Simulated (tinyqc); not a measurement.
Implant damage, amorphisation by cascade overlap, and solid-phase epitaxial regrowth: one step, computed by the program tinyqc.

Range and width of the damage are inputs. Dynamic annealing enters only through the surviving share f.

Task: Overlap model. Gibbons model: a point turns amorphous after n + 1 hits; with y = A_i Q the amorphous share is 1 - exp(-y) sum_(k=0..n) y^k/k!. Doses are set by y.

Inputs (values chosen for the exercise, modelled on arsenic ions in silicon): overlaps needed n = 3; area amorphised by one track A_i = 0.39 nm^2.

Give: the table «Amorphous share» with the columns Q (1/cm^2), direct impact (n = 0), given n, for y = 0.1, 0.3, 0.6, 1.0, 2.0, 3.0, 5.0, 8.0.

Result:

Amorphous share:
```
y    Q (1/cm^2)  direct impact (n = 0)     given n
0.1  2.5641e+13                0.09516  3.8468e-06
0.3  7.6923e+13                0.25918  2.6581e-04
0.6  1.5385e+14                0.45119  3.3581e-03
1.0  2.5641e+14                0.63212  1.8988e-02
2.0  5.1282e+14                0.86466  1.4288e-01
3.0  7.6923e+14                0.95021  3.5277e-01
5.0  1.2821e+15                0.99326  7.3497e-01
8.0  2.0513e+15                0.99966  9.5762e-01
```

At small y the share grows as y^4; between the first rows the exponent is 3.86.
